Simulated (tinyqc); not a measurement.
Worked calculation: rapid thermal processing of a wafer: radiative balance, ramp and cooling, pattern effects, pyrometer error and spike budget. Computed by tinyqc, a small Python program that keeps every step. Command: `OMP_NUM_THREADS=1 python tinyqc.py 3113612 3113613 out.jsonl rtp walk`. One thread of a shared host (Intel(R) Xeon(R) Processor @ 2.30GHz), about 0.04 s of CPU time with the checks. Intermediate numbers are printed to about 5 digits and carried at full precision; extremes and crossings named in words are read from the listed rows.

The wafer is opaque and uniform through its thickness unless said otherwise; temperatures in formulas are in kelvin (C + 273.15). sigma = 5.670374419e-12 W/(cm^2 K^4).

Inputs (values chosen for the exercise, modelled on a hot silicon wafer): wafer thickness d = 625 micrometre; heat capacity per volume C = 2.14 J/(cm^3 K); thermal conductivity k = 0.26 W/(cm K); emissivity eps of each face = 0.62; reflectivity of the chamber walls r = 0.51; gas heat-transfer coefficient h, both faces together = 0.66 mW/(cm^2 K); wall temperature T_w = 500 K; process temperature = 632 C; starting temperature = 500 C; ramp rate = 200 K/s; relative change of absorptivity over a pattern = 15 %; period of the pattern = 13 mm; pyrometer wavelength = 0.9 micrometre; error of the assumed emissivity = 1.9 %; activation energy of the process E_a = 3.66 eV.

Constants: k_B = 8.617333262e-05 eV/K; h = 6.62607015e-34 J s; c = 299792458 m/s; k_B = 1.380649e-23 J/K.

## Power to hold and to ramp

Effective emissivity between parallel grey plates: eps_eff = 1/(1/eps + 1/(1 - r) - 1). Loss per area q(T) = 2 eps_eff sigma (T^4 - T_w^4) + h (T - T_w). Absorbed power during a ramp = q(T) + C d x ramp rate; thermal time constant tau = C d/(dq/dT), dq/dT = 8 eps_eff sigma T^3 + h; natural cooling rate q/(C d); front-to-back difference under one-sided heating at the end of the ramp = (absorbed power) d/(2 k).

eps_eff = 0.37683

holding power q = 2.8689 W/cm^2

power at the end of the ramp = 29.619 W/cm^2

dq/dT = 13.337 mW/(cm^2 K)

time constant tau = 10.029 s

natural cooling rate = 21.450 K/s

front-to-back difference = 3.5600 K

Radiation carries 91 % of the loss. The ramp needs 10.3 times the holding power.

## Cooling curve

Cooling with the lamps off: C d dT/dt = -q(T), integrated adaptively (relative tolerance 1e-10).

Lamps off at t = 0:
```
t (s)   T (C)  cooling rate (K/s)
1      611.56              19.476
2      592.95              17.789
4      560.23              15.060
7      519.79              12.080
10     486.91               9.949
15     443.71               7.511
25     384.05               4.739
40     329.90               2.737
```

The rate falls from 21.4 K/s at t = 0 to 2.74 K/s in the last row.

## Thermal budget of a spike

Spike anneal: linear ramp to the peak, then lamps off. Equivalent time at the peak = int exp(-(E_a/k_B)(1/T - 1/T_peak)) dt; estimate (k_B T^2/E_a)(1/ramp rate + 1/cooling rate). The ramp part uses 4000 trapezoid steps, the cooling part 4000 steps over 4 tau. Time within 50 K of the peak from the same curves.

equivalent time, ramp = 0.092559 s

equivalent time, cooling = 0.94348 s

equivalent time, total = 1.0360 s

estimate = 0.99577 s

time within 50 K of the peak = 2.8828 s

Cooling supplies 91 % of the budget.

## What a faster ramp buys

The formulas are those given above.

Against the ramp rate:
```
ramp (K/s)  ramp part (s)  cooling part (s)  total (s)  power at the peak (W/cm^2)
10                 1.8512           0.94348     2.7947                        4.21
25                 0.7405           0.94348     1.6840                        6.21
50                 0.3702           0.94348     1.3137                        9.56
100                0.1851           0.94348     1.1286                       16.24
250                0.0740           0.94348     1.0175                       36.31
500                0.0370           0.94348     0.9805                       69.74
1000               0.0185           0.94348     0.9620                      136.62
```

From 10 to 100 K/s the total falls by a factor 2.5, from 100 to 1000 K/s by 1.17: the cooling part, 0.943 s, is a floor, and the natural cooling rate here is 21.4 K/s.

## Pattern effect

At steady state a sinusoidal change of absorbed power of relative amplitude a and period p gives the temperature amplitude a q/(dq/dT + k d (2 pi/p)^2); healing length l = sqrt(k d/(dq/dT)); process change = E_a dT/(k_B T^2). Emissivity is taken as unchanged.

healing length l = 11.038 mm

amplitude without lateral conduction = 32.267 K

amplitude = 1.0952 K

change of the process rate = 5.6774 %

Lateral conduction cuts the amplitude to 3.4 %, since p/(2 pi l) = 0.19.

## Pyrometer error

Signal proportional to eps/(exp(c2/(lambda T)) - 1), c2 = h c/k_B. If the assumed emissivity is too high by the given error, the reading T' solves (1 + error)/(exp(c2/(lambda T')) - 1) = 1/(exp(c2/(lambda T)) - 1). Wien estimate: T' - T = -lambda T^2 ln(1 + error)/c2. Process rates go as exp(-E_a/(k_B T)).

c2 = 14388 micrometre K

c2/(lambda T) = 17.662

reading less true temperature = -0.96358 K

Wien estimate = -0.96461 K

rate at T over rate at T', less 1 = 5.1277 %

Checks made by the program: cooling time against quadrature of C d dT/q (relative difference 5e-08).
